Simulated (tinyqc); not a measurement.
# Gain factor and gap resistance from two string resistances

Problem. At small bit-line voltage each of the 64 cells has the resistance 1/(K x) at overdrive x (no mobility reduction) in series with a gap resistance Rg. Find K, Rg and the share of the gaps at the higher overdrive.

resistance of a string of 64 equal cells at overdrives of 4.3 and 8.2 V (kohm): [872.95373, 500.38306]

Solution. The resistance per cell is a straight line in 1/x with slope 1/K and intercept Rg.

K = 19.0 uA/V^2
Rg = 1.40 kohm
share of the gaps = 17.9 %

Numbers from tinyqc (`OMP_NUM_THREADS=1 python tinyqc.py 2142041 2142042 out.jsonl`; about 0.8 s on one thread of a shared Intel Xeon 2.30GHz).
